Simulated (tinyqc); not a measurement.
Inside a calculation. Model: q-state Potts model on a small periodic square lattice: enumeration, Metropolis, heat-bath and Wolff steps. Computed by tinyqc, a small Python program that keeps every step. Command: `OMP_NUM_THREADS=1 python tinyqc.py 3111961 3111962 out.jsonl potts walk`. One thread of a shared host (Intel(R) Xeon(R) Processor @ 2.30GHz), about 0.08 s of CPU time with the checks. Intermediate numbers are printed to about 6 digits and carried at full precision; extremes and crossings named in words are read from the listed rows.

E = -J x (number of nearest-neighbour bonds with equal states); n x n sites with periodic edges have 2 n^2 bonds. Order parameter m = (q f - 1)/(q - 1), f being the largest share of one state. Sites are numbered row by row from 0. Here q = 3 and n = 3.

Inputs (values chosen for the exercise, for a model of domains or grain orientations):
```
quantity             value  unit
number of states q       3     -
edge n                   3     -
coupling J              64   meV
temperature T         1220     K
seed                859818     -
```

Update: heat bath.

Constants: k_B = 8.617333262e-05 eV/K.

## Scales

K = J/(k_B T); the infinite square lattice orders at K_c = ln(1 + sqrt(q)); Wolff bond probability p = 1 - exp(-K).

K = 0.608762

K_c = 1.00505

T_c of the infinite lattice = 738.956 K

p = 0.455976

## Density of states

All q^(n^2) states are counted by their number b of equal bonds; weights g(b) exp(K b), K = J/(k_B T). Per site: u = -J <b>/n^2, c/k_B = K^2 (<b^2> - <b>^2)/n^2.

States by number of equal bonds:
```
b   g(b)  probability
0     12  5.75440e-06
2    540  8.74936e-04
3    936  2.78766e-03
4   3240  1.77375e-02
5   3996  4.02118e-02
6   3348  6.19292e-02
7   3240  1.10163e-01
8   2592  1.61998e-01
9    660  7.58227e-02
10   810  1.71050e-01
11   108  4.19221e-02
12   144  1.02746e-01
14    54  1.30184e-01
18     3  8.25682e-02
```

The most probable level has b = 10 of 18 bonds.

## Exact averages

ln Z = ln sum g(b) exp(K b); entropy per site s/k_B = (ln Z - K <b>)/n^2.

<b> = 10.1166

energy u = -71.9404 meV/site

heat capacity c = 0.508524 k_B/site

entropy s = 0.932427 k_B/site

## Order parameter

The same sums with m: <m> and the Binder ratio U = 1 - <m^4>/(3 <m^2>^2).

<m> = 0.508440

Binder ratio U = 0.398948

## Eight single-site steps

start states:
```
   1  2  3
1  1  1  1
2  2  0  1
3  2  1  1
```

random numbers, one row a step:
```
        1       2       3
1  0.5414  0.5231  0.1577
2  0.8958  0.4287  0.9445
3  0.3731  0.7735  0.3416
4  0.8059  0.1853  0.2261
5  0.6975  0.4135  0.9843
6  0.4838  0.9269  0.0008
7  0.5789  0.4374  0.5944
8  0.9578  0.5778  0.8239
```

Site = floor(r1 n^2). State c is drawn with probability exp(K k_c)/sum exp(K k), k_c the number of neighbours in state c: the first c whose cumulative probability reaches r2; r3 is not used.

Steps:
```
site  old  neighbours in each state    P(old)    P(new)  new
4       0                     0 3 1  0.110510  0.686355    1
8       1                     0 3 1  0.686355  0.686355    1
3       2                     0 3 1  0.203135  0.686355    1
7       1                     0 3 1  0.686355  0.686355    1
6       2                     0 4 0  0.074536  0.850928    1
4       1                     0 4 0  0.850928  0.074536    2
5       1                     0 3 1  0.686355  0.686355    1
8       1                     0 4 0  0.850928  0.850928    1
```

states afterwards:
```
   1  2  3
1  1  1  1
2  1  2  1
3  1  1  1
```

## A longer run and its error bar

After 400 updates are discarded, b is recorded for 4000 sweeps of n^2 steps of the update named (random numbers not printed, so these rows are one sample). Records are averaged in blocks; the error is the scatter of block means over sqrt(number of blocks), and the last column its square over that for single records.

Blocking:
```
block length    mean b      error  variance ratio
1             10.10625  0.0554415         1.00000
4             10.10625  0.0803709         2.10149
16            10.10625  0.0929501         2.81080
40            10.10625  0.0934147         2.83897
100           10.10625  0.0995262         3.22259
```

The run gives 10.106 +/- 0.093 (blocks of 40) against the exact 10.117, a difference of 0.1 error bars. Single records understate the error by a factor of about 1.7, because successive records are correlated.

## Across the transition

m and U = 1 - <m^4>/(3 <m^2>^2) from the same sums; K = K_c T_c/T.

Exact values for this lattice:
```
T/T_c  share of equal bonds  c (k_B/site)       <m>         U
0.50               0.998601       0.04719  0.998909  0.666444
0.70               0.982993       0.32242  0.985444  0.663094
0.85               0.943806       0.75234  0.947663  0.651693
0.95               0.898668       1.05149  0.900833  0.635291
1.00               0.871061       1.16200  0.871111  0.623767
1.10               0.810163       1.25683  0.803462  0.594241
1.25               0.719837       1.12255  0.699092  0.538551
1.50               0.606977       0.69923  0.563549  0.444315
2.00               0.497909       0.26539  0.429633  0.331377
3.00               0.425694       0.07972  0.343875  0.269760
```

c is largest, 1.26 k_B, at T/T_c = 1.1: on so small a lattice the transition is a broad bump. At T_c the infinite lattice has a share (1 + 1/sqrt(q))/2 = 0.789 of equal bonds, against 0.871 here. <m> stays at 0.34 at 3 T_c, since the largest share among 9 sites always exceeds 1/q on average.

Checks made by the program: number of states (relative difference below 1e-10).
